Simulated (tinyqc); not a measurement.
Range and order of the fit: effective mass of the conduction band from tabulated energies.

c = hbar^2/2m0.
Constants: hbar^2/2m0 = 3.80998211 eV angstrom^2.

Energies along [111], from the band edge:

| k (1/angstrom) | E (meV) |
|---|---|
| 0.000000 | 0.00000 |
| 0.005900 | 3.52950 |
| 0.011800 | 13.92520 |
| 0.017700 | 30.65300 |
| 0.023600 | 52.94880 |
| 0.029500 | 79.94930 |
| 0.035400 | 110.79860 |
| 0.041300 | 144.71630 |
| 0.047200 | 181.02720 |

reference mass (curvature of the model at k = 0.0001 1/angstrom) = 0.037400 m0

Least-squares fits of E = a k^2 (+ b k^4 + d k^6) over points 1 to n, and the line y = c k^2/E against E; errors of m against the reference.

Results:

| n | E at point n (meV) | one term (%) | two terms (%) | three terms (%) | line (%) | rms residual, one term (meV) |
|---|---|---|---|---|---|---|
| 3 | 30.7 | 3.70 | 0.11 | 0.00 | -0.01 | 0.171 |
| 4 | 52.9 | 6.18 | 0.35 | 0.02 | -0.02 | 0.487 |
| 5 | 79.9 | 9.14 | 0.77 | 0.06 | -0.04 | 1.048 |
| 6 | 110.8 | 12.52 | 1.40 | 0.16 | -0.06 | 1.911 |
| 7 | 144.7 | 16.27 | 2.25 | 0.33 | -0.11 | 3.111 |
| 8 | 181.0 | 20.35 | 3.33 | 0.61 | -0.16 | 4.672 |

What does the comparison show?

The error of the parabola goes from +3.70 to +20.35 % as the range widens, and at n = 8 its residual, 4.67 meV, is only 2.6 % of the top energy: a small residual does not vouch for the mass. Over the full range (n = 8) the best form is the line (0.16 %); the line errs by -0.01 % at n = 3 and -0.16 % at n = 8. Without scatter, a narrower range or a second term is the cure: at n = 8 the errors are +20.35, +3.33 and +0.61 % for one, two and three terms. Three terms on three points interpolate exactly.

Computed by tinyqc, a small Python program: `OMP_NUM_THREADS=1 python tinyqc.py 1880492 1880493 out.jsonl` (the numbers bound the seed that draws the inputs); one thread of a shared host (Intel(R) Xeon(R) Processor @ 2.30GHz), about 0.01 s for the whole set of steps.
